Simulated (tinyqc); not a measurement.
Front-illuminated p-i-n photodiode, quantum efficiency and bandwidth: one step of the calculation.

Light enters through a p layer (0 to xp), a depleted layer (xp to xp + wi) and a thick n substrate, decaying as exp(-al x); one pass, no back reflection. Carriers made in the depleted layer are all collected; those in the neutral layers diffuse.

Task. Quantum efficiency. k = al Ln, s = S Ln/Dn, e = exp(-al xp); front layer f1 = (k/(k^2 - 1)) {[s + k - e (s cosh(xp/Ln) + sinh(xp/Ln))]/[s sinh(xp/Ln) + cosh(xp/Ln)] - k e}; depleted layer f2 = e (1 - exp(-al wi)); substrate f3 = e exp(-al wi) al Lp/(1 + al Lp); external efficiency (1 - Rf)(f1 + f2 + f3); responsivity = efficiency q lam/(h c).

Inputs (values chosen for the exercise); values close to those of germanium at this wavelength:
```
symbol,value,unit,meaning
lam,1550,nm,wavelength
al,1570,1/cm,absorption coefficient
Rf,0.02,,reflectance of the front face
xp,0.13,um,thickness of the front p layer
wi,12,um,thickness of the depleted layer
Dn,18,cm^2/s,electron diffusion coefficient in the p layer
Ln,3.2,um,electron diffusion length in the p layer
S,2e6,cm/s,recombination velocity of the front surface
Lp,2,um,hole diffusion length in the thick n substrate
```

Constants: q = 1.602176634e-19 C, h = 6.62607015e-34 J s, c = 299792458 m/s. Results are converted to the units shown.

Give: s; f1; f2; f3; external efficiency; responsivity.

Result.

s = 35.556
f1 = 0.014210
f2 = 0.83089
f3 = 0.035584
external efficiency = 0.86307
responsivity = 1.0790 A/W

The front layer absorbs 2.02 % of the light that enters and collects 70.3 % of that. Diffusion from the neutral layers makes up 5.65 % of the current.

Numbers from tinyqc (`OMP_NUM_THREADS=1 python tinyqc.py 2250030 2250031 out.jsonl`; about 0.01 s on one thread of a shared Intel Xeon 2.30GHz).
